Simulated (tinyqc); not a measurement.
Inside a calculation: pi bands of a honeycomb layer in tight binding. Values are carried at full precision from step to step, so a last printed digit may differ when a step is redone from the rounded ones.

Lattice vectors a (1,0) and a (1/2, sqrt3/2); f = exp(i ky a/sqrt3) + 2 cos(kx a/2) exp(-i ky a/(2 sqrt3)), w = |f|. H = [[D - t2 F, -t f], [., -D - t2 F]] with F = w^2 - 3, S = [[1, s0 f], [., 1]]; the levels solve det(H - E S) = 0. K = (4 pi/3a, 0), M = (pi/a, pi/(sqrt3 a)); w = 3, 1, 0 at Gamma, M, K.

Constants: hbar = 6.58211957e-16 eV s.

Inputs chosen for the exercise (of the size used for graphene; the results hold for these values, not for the real material): a = 2.46 angstrom (lattice constant); t = 2.73 eV (nearest hopping); t2 = 0.16 eV (second-neighbour hopping); s0 = 0 (overlap of neighbours); D = 0 eV (+D on A, -D on B); k = (0.34, 0.16) 1/angstrom (wave vector).

## H and S at one k

Form f, w, F and the two matrices.

f = 2.79015+0.01808i
w = 2.79021
F = 4.78526

H (eV):
```
                 A                B
A          -0.7656  -7.6171-0.0494i
B  -7.6171+0.0494i          -0.7656
```

S:
```
         A        B
A  1.00000        0
B        0  1.00000
```

## The secular equation

det(H - E S) = 0 reads (e - E)^2 - D^2 - (t + s0 E)^2 w^2 = 0 with e = -t2 (w^2 - 3), that is c2 E^2 + 2 c1 E + c0 = 0 with c2 = 1 - s0^2 w^2, c1 = -(e + t s0 w^2), c0 = e^2 - D^2 - t^2 w^2.

c2, c1, c0: 1.0000  0.7656  -57.4365

levels (eV): -8.3829  6.8516

## Levels at Gamma, M and K

Solve the quadratic (e - E)^2 - D^2 - (t + s0 E)^2 w^2 = 0 with e = -t2 (w^2 - 3), for w = 3, 1, 0.

Levels (eV):
```
point  w    lower   upper  difference
Gamma  3  -9.1500  7.2300     16.3800
M      1  -2.4100  3.0500      5.4600
K      0   0.4800  0.4800      0.0000
```

Measured from the middle of the levels at K (0.480 eV), the upper band reaches 6.750 eV and the lower -9.630 eV at Gamma: the lower band is the wider; overlap stretches the upper band and positive t2 the lower. In the real layer the upper band is the wider one. The saddle points at M give the absorption peak at 5.460 eV in this one-electron picture.

## Near K

w = (sqrt3/2) a q to first order in the distance q from K. Effective hopping t* = t + 3 t2 s0, hbar v = (sqrt3/2) a t*, v in m/s = hbar v x 1e-10/hbar.

hbar v = 5.8161 eV angstrom
v = 8.836e+05 m/s

## Checks

- Roots of the quadratic against the generalised eigenproblem: they agree to 1e-10 or better.

Run: tinyqc, `OMP_NUM_THREADS=1 python tinyqc.py 1452377 1452378 out.jsonl`; Intel(R) Xeon(R) Processor @ 2.30GHz, one thread, shared host; about 0.01 s of CPU time with all checks.
